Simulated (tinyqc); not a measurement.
Energy and delay of logic against supply voltage: one step of the calculation.

One expression serves below and above threshold: I(Vg) = Ik [ln(1 + exp((Vg - VT + dd V)/(al nf Vt)))]^al, with I_on = I(V) and I_off = I(0). Gate delay td = kd C V/I_on, clock period LD td. Per gate and cycle the switching energy is act C V^2 and the leakage energy I_off V LD td. No short-circuit current, no variation. Minima are sought above 0.09 V; below a few Vt gates no longer switch and the model has no meaning.

Problem. New V. Minimum-energy supply: E(V) is the energy per gate and cycle; with h = 0.001 V, E' = (E(V + h) - E(V - h))/(2 h), E'' = (E(V - h) - 2 E(V) + E(V + h))/h^2, V(new) = V - E'/E''.

Values chosen for this exercise; values of the order met in logic technologies:
- T = 300 K (temperature)
- VT = 0.21 V (threshold voltage at zero drain bias)
- nf = 1.42 (slope factor)
- dd = 0.03 (barrier lowering per volt of supply)
- Ik = 0.56 uA (specific current of a gate)
- al = 1.3 (exponent of the current law)
- C = 2.4 fF (load capacitance of a gate)
- kd = 1 (delay factor)
- LD = 40 (logic depth)
- act = 0.01 (activity factor)

Constants: q = 1.602176634e-19 C, kB = 1.380649e-23 J/K, Vt = kB T/q. Results are converted to the units shown.

V after iteration 1 = 0.35534466 V

Wanted: E'; E''; V after iteration 2.

Solution.

E' = -2.234 aJ/V
E'' = 404.9 aJ/V^2
V after iteration 2 = 0.3609 V

Computed by the program tinyqc: `OMP_NUM_THREADS=1 python tinyqc.py 2082066 2082067 out.jsonl`, one thread of a shared Intel Xeon 2.30GHz, about 0.01 s for the whole run.
